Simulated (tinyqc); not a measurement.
From results back to parameters: Slater-Koster d bands of an fcc metal. Four cases, with inputs chosen for the exercise.

Problem. In an fcc d band with nearest neighbours E(t2g, Gamma) = 3 dds + 4 ddp + 5 ddd, E(eg, Gamma) = 1.5 dds + 6 ddp + 4.5 ddd, and at X = (1,0,0) the yz state has 3 dds - 4 ddp - 3 ddd. The three levels come from hidden integrals.

Find: dds, ddp, ddd.

Method. Three linear equations: the first less the third is 8 (ddp + ddd); twice the second less the first is 8 ddp + 4 ddd; their difference gives ddd.

Case 1.

levels (eV): t2g Gamma -0.8460, eg Gamma 0.0750, yz at X -1.5820

Solution.

dds, ddp, ddd (eV): -0.383  0.157  -0.065

Case 2.

levels (eV): t2g Gamma -0.6890, eg Gamma 0.8955, yz at X -2.8730

Solution.

dds, ddp, ddd (eV): -0.569  0.347  -0.074

Case 3.

levels (eV): t2g Gamma -0.3930, eg Gamma 0.6675, yz at X -1.8890

Solution.

dds, ddp, ddd (eV): -0.361  0.245  -0.058

Case 4.

levels (eV): t2g Gamma -0.9430, eg Gamma 0.1965, yz at X -1.9830

Solution.

dds, ddp, ddd (eV): -0.463  0.204  -0.074

Computed by tinyqc, one run a case: `OMP_NUM_THREADS=1 python tinyqc.py N N+1 out.jsonl` with N = 1481008, 1481023, 1481078, 1481099; one thread of a shared Intel(R) Xeon(R) Processor @ 2.30GHz, about 0.07 s a run at most.
